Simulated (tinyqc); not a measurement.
Chemical vapour deposition: Grove model, boundary layer, depletion and step coverage: one step, computed by the program tinyqc.

A precursor diffuses to the surface and reacts there at first order; each molecule that reacts adds one formula unit of film.

Problem. Growth rate at the inlet. Fluxes in series: C_s = C_g/(1 + k_s/h_g); growth rate G = k_s h_g/(k_s + h_g) C_g/N; 1 cm/s = 6e8 nm/min.

Inputs (values chosen for the exercise, close to those used for epitaxial silicon from a chlorosilane): temperature T = 1090 C; film density N = 5e+22 formula units/cm^3; channel height b = 3 cm.

Reactor: horizontal, atmospheric.

surface rate constant k_s = 0.9696449 cm/s

mass-transfer coefficient h_g = 4.998855 cm/s

precursor density C_g = 9.152451e+16 1/cm^3

Give: ratio k_s/h_g; C_s/C_g; growth rate G at the inlet.

Solution.

ratio k_s/h_g = 0.19397

C_s/C_g = 0.83754

growth rate G at the inlet = 891.94 nm/min

The surface reaction limits the rate, so temperature must be uniform. Caution: the boundary layer is capped at b/2, so U, L and nu no longer affect h_g.
